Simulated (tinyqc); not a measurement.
Gate voltage for a given inversion charge.

Problem. p-type body, charge-sheet picture, depletion and inversion only, full ionisation (an idealisation for deep acceptors), Boltzmann statistics (rough once Na exp(x - xn) passes about Nc/7). In units of Vt: xg = (Vg - Vfb)/Vt, x = psi/Vt, G = gamma/sqrt(Vt), xn = (2 phiF + Vc)/Vt. The implicit equation is (xg - x)^2 = G^2 [x - 1 + exp(x - xn)] for x above about 3. Cox = eps0 eox/tox. ni = sqrt(Nc Nv) exp(-Eg/(2 Vt)), Eg in volts; phiF = Vt ln(Na/ni); gamma = sqrt(2 q eps0 eps_r Na)/Cox. N_inv = (Cox Vt G/q) [sqrt(x - 1 + exp(x - xn)) - sqrt(x - 1)]. Find x - xn, psi and Vg.

Inputs (values chosen for the exercise); band and dielectric values close to those of silicon:
```
symbol,value,unit,meaning
T,300,K,temperature
Eg,1.12,eV,band gap
eps_r,11.8,,relative permittivity
Nc,2.83e19,cm^-3,conduction-band density of states at T
Nv,2.62e19,cm^-3,valence-band density of states at T
eox,3.9,,relative permittivity of the gate insulator (close to silicon dioxide)
tox,1.6,nm,insulator thickness
Na,3.2e17,cm^-3,acceptor density
Vfb,-0.91,V,flat-band voltage
Vc,1,V,channel-body voltage
```

Constants: q = 1.602176634e-19 C, kB = 1.380649e-23 J/K, Vt = kB T/q, eps0 = 8.8541878128e-14 F/cm where lengths are in cm. Results are converted to the units shown.

N_inv = 2.8e11 cm^-2

Answer. N_inv rises steadily with x, so it fixes x; the implicit equation then gives xg directly.

x - xn = 2.739
psi = 1.961 V
Vg = 1.283 V

Numbers from tinyqc (`OMP_NUM_THREADS=1 python tinyqc.py 2122241 2122242 out.jsonl`; about 0.01 s on one thread of a shared Intel Xeon 2.30GHz).
